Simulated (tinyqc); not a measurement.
Inside a calculation. Method: coherent transport through a tight-binding region between two chains. One step of it, computed by the program tinyqc.

Question. Transmission at E = -0.88 eV. Surface Green function g = (E - i sqrt(4 t^2 - E^2)) / (2 t^2); self-energy tc^2 g on each contact site; G = (E - H - Sigma)^(-1); Gamma = -2 Im Sigma; T = Gamma_L Gamma_R |G_LR|^2; local density of states -Im G_ii / pi.

H of the central region (eV):
```
[[0.000000, -0.790000, 0.000000, 0.000000],
 [-0.790000, 1.170000, -0.790000, 0.000000],
 [0.000000, -0.790000, 1.170000, -0.790000],
 [0.000000, 0.000000, -0.790000, 0.000000]]
```

Leads: semi-infinite chains with site energy 0:
```
parameter                           value
lead hopping t (eV)              2.220000
coupling to the left lead (eV)   1.430000
coupling to the right lead (eV)  1.060000
left contact site                       1
right contact site                      4
```

E = -0.880000 eV

Give: g; G; local density of states; transmission.

Answer.

g = -0.0893-0.4415i 1/eV

G (1/eV):
```
[[-0.3348-0.9648i, -0.1324-0.4691i, -0.0088-0.2525i, 0.1095-0.1862i],
 [-0.1324-0.4691i, -0.6531-0.2628i, -0.2964-0.2129i, -0.1161-0.2896i],
 [-0.0088-0.2525i, -0.2964-0.2129i, -0.7603-0.2998i, -0.4108-0.5652i],
 [0.1095-0.1862i, -0.1161-0.2896i, -0.4108-0.5652i, -0.9499-1.1770i]]
```

local density of states (1/eV): [0.3071, 0.0837, 0.0954, 0.3747]

transmission = 0.0836
